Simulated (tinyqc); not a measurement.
Charge neutrality of a doped semiconductor with incomplete ionisation: one step, computed by the program tinyqc.

Energies are counted from the top of the valence band; E_D is measured down from the conduction band and E_A up from the valence band.

Task: The closed form for the extrinsic range. With Boltzmann statistics, no holes and every acceptor ionised, n (n + N_A) = n1 (N_D - N_A - n) with n1 = (N_c/g_D) exp(-E_D/k_B T). Take the positive root.

Inputs (values chosen for the exercise, for a model semiconductor):

| quantity | value | unit |
|---|---|---|
| donor density N_D | 5.4e+17 | cm^-3 |
| acceptor density N_A | 4.1e+17 | cm^-3 |
| donor depth E_D | 0.201 | eV |
| donor degeneracy g_D | 2 | - |
| temperature T | 300 | K |

Doping: n-type, compensated. Statistics of the bands: Boltzmann.

N_c = 4.800419e+18 cm^-3

k_B T = 0.02585200 eV

Give: n1; n from the quadratic.

Result:

n1 = 1.0083e+15 cm^-3

n from the quadratic = 3.1868e+14 cm^-3
